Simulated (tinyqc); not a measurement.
# Double-gate transistor, scale length and short-channel effects, step by step

tinyqc, about 0.01 s, one thread, Intel Xeon 2.30GHz (shared host): `OMP_NUM_THREADS=1 python tinyqc.py 2420031 2420032 out.jsonl` Printed values are rounded.

A body of thickness ts between two insulators of thickness ti and two tied gates. Below threshold the potential that source and drain add obeys Laplace's equation and vanishes on the gate. Its lowest mode decays along the channel as exp(-k y); k is the smallest positive root of the matching condition at the interface, and the scale length is Lambda = pi/k.

Parameters, values chosen for the exercise; permittivities: semiconductor made up, insulator close to that of silicon dioxide:
- T = 325 K (temperature)
- eps_r = 19 (relative permittivity of the semiconductor)
- ei = 4 (relative permittivity of the insulator)
- ti = 2.3 nm (insulator thickness)
- ts = 11.4 nm (body thickness)
- L = 42 nm (channel length)
- Vbi = 0.93 V (potential of the source)
- sT = 0.56 V (potential of the barrier top at threshold)
- VTL = 0.33 V (long-channel threshold)
- m = 1 (long-channel body factor)
- Vds = 0.8 V (drain voltage)

Constants: q = 1.602176634e-19 C, kB = 1.380649e-23 J/K, Vt = kB T/q. Results are converted to the units shown.

Range of the model: L is under 1.6 Lambda, where higher modes, left out of the one-mode potential, begin to count.

## Scan of the matching condition

k, point 0 to 7 (1/nm): [0.01875, 0.0375, 0.05625, 0.075, 0.09375, 0.1125, 0.13125, 0.15]

f(k) = ei cos(k ti) cos(k ts/2) - eps_r sin(k ti) sin(k ts/2).

f(k), point 0 to 7: [3.88610, 3.54725, 2.99189, 2.23388, 1.29221, 0.19051, -1.04347, -2.37847]

The first change of sign lies between k = 0.1125 and 0.13125 1/nm.

## Iteration 1: decay constant by Newton steps

k at the start = 0.1125 1/nm

f(k) = ei cos(k ti) cos(k ts/2) - eps_r sin(k ti) sin(k ts/2); f' by a central difference with +/- 1e-5 1/nm; k(new) = k - f/f'.

f = 0.190506
f' = -62.5484 nm
k after iteration 1 = 0.115546 1/nm

## Iteration 2: decay constant by Newton steps

As before.

f = -0.00172765
f' = -63.6759 nm
k after iteration 2 = 0.115519 1/nm

## Course of the iteration: decay constant by Newton steps

Stop when k changes by less than 1e-10 1/nm, or after 30 iterations.

Course of the iteration:
```
iteration  k (1/nm)  |change| (1/nm)
1          0.115546          3.05e-3
2          0.115519          2.71e-5
3          0.115519          2.10e-9
4          0.115519          < 1e-15
```

Converged in 4 iterations. The change falls from 0.0030 in the first iteration to below the tolerance in the last.

## Scale length against simple estimates

k = 0.115519 1/nm

Lambda = pi/k and l = 1/k. A parabolic potential across the structure gives l(parabolic) = sqrt((eps_r/(2 ei)) ts ti (1 + ei ts/(4 eps_r ti))).

Lambda = 27.1956 nm
l = 8.65661 nm
l(parabolic) = 8.86101 nm

The parabolic estimate is 2.4 % above l.

## Threshold shift, barrier position and swing

Along the channel psi(y) = s + a exp(y/l) + b exp(-y/l) with psi(0) = Vbi, psi(L) = Vbi + Vds and l = 1/k = Lambda/pi; with A = Vbi - s, B = A + Vds, x = exp(-L/l): a = (B - A x) x/(1 - x^2), b = (A - B x)/(1 - x^2). The minimum is s + 2 sqrt(a b), at y = (l/2) ln(b/a). The long-channel potential follows the gate as s = sT + (Vg - VTL)/m, and the threshold VT is the gate voltage at which the minimum equals sT. Swing = m Vt ln 10/g at threshold, g = d(minimum)/ds = 1 - (b x + a)/((1 + x) sqrt(a b)).

s at threshold = 0.416463 V
a = 0.0102338 V
b = 0.503303 V
position of the minimum = 16.8609 nm
VT = 0.186463 V
swing = 80.1943 mV/decade

The threshold lies 144 mV below the long-channel value, and the barrier top sits at 0.40 L from the source.
